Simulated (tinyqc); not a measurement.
Stacked nanosheet transistor, parasitic resistance, capacitance and delay: two steps of the calculation.

Ns sheets share one contact on top; each has perimeter p = 2 (Ws + ts) and cross-section A = Ws ts; contact width Wc = Ws + 10 nm, stack height Hs = Ns pv. Sheet 1 is the top one. Contact length Lc = CPP - Lg - 2 Lsp, shared by two neighbouring gates. Source and drain sides are equal. The formulas are first-order estimates, not field solutions.

Values chosen for this exercise; values close to those of silicon logic devices:
- T = 300 K (temperature)
- Ns = 4 (number of sheets)
- Ws = 12 nm (sheet width)
- ts = 6 nm (sheet thickness)
- pv = 12 nm (vertical pitch of the sheets)
- rv = 204 ohm (vertical resistance between sheet levels)
- Lg = 20 nm (gate length)
- Lsp = 7 nm (spacer length)
- ks = 7 (relative permittivity of the spacer)
- Hc = 20 nm (gate height above the channel stack)
- Lov = 2 nm (gate overlap)
- Cinv = 2.3 uF/cm^2 (inversion capacitance)
- vx = 1.2e7 cm/s (injection velocity)
- mu = 310 cm^2/(V s) (apparent mobility)
- VT = 0.27 V (threshold at zero drain voltage)
- dl = 0.064 V/V (barrier lowering)
- n = 1.16 (subthreshold factor)
- Cw = 0.34 fF (wire load)
- Vdd = 0.8 V (supply voltage)

Constants: q = 1.602176634e-19 C, kB = 1.380649e-23 J/K, eps0 = 8.8541878128e-12 F/m, Vt = kB T/q. Results are converted to the units shown.

Question 1. Capacitances. With N sheets: gate Cg = Cinv p N Lg; per side, plate Cp = ks eps0 [Wc (Hs + Hc) - N A]/Lsp, top fringe Cf = (2/pi) ks eps0 Wc ln(1 + Lg/(2 Lsp)), overlap Co = Cinv p N Lov. Cs = Cp + Cf + Co. An inverter of two such devices driving an equal one has the load CL = 2 (Cg + 2 Cs) + 4 Cs + Cw (its own drains counted twice for the Miller effect).

Give: Cg; Cp; Cf; Co; CL.

Answer 1.

Cg = 66.24 aF
Cp = 10.70 aF
Cf = 0.7702 aF
Co = 6.624 aF
CL = 617.2 aF

The channel capacitance gives 21.5 % of CL, the parasitic parts 23.4 % and the wire 55.1 %.

Question 2. Sheet currents at Vgs = Vdd, Vds = Vdd/2. One sheet: I = p Q vx u/(1 + |u|^1.8)^(1/1.8), Q = Cinv n Vt ln(1 + exp((Vg' - VT + dl Vd')/(n Vt))), u = Vd' mu/(vx Lg), Vg' = Vgs - v, Vd' = Vds - 2 v, with the drop on each side v_j = Rc sum I + rv (sum over levels k = 2..j of the current of sheets k..Ns) + Rx I_j. I(new) = I + 0.5 (I(out) - I).

I at the start (uA): sheet 1 0, sheet 2 0, sheet 3 0, sheet 4 0
Rc = 986.19251 ohm
Rx = 680.55556 ohm

Give: drop v; I(out); I after iteration 1.

Answer 2.

drop v (mV): sheet 1 0, sheet 2 0, sheet 3 0, sheet 4 0
I(out) (uA): sheet 1 53.67, sheet 2 53.67, sheet 3 53.67, sheet 4 53.67
I after iteration 1 (uA): sheet 1 26.84, sheet 2 26.84, sheet 3 26.84, sheet 4 26.84

Numbers from tinyqc (`OMP_NUM_THREADS=1 python tinyqc.py 2170006 2170007 out.jsonl`; about 0.06 s on one thread of a shared Intel Xeon 2.30GHz).
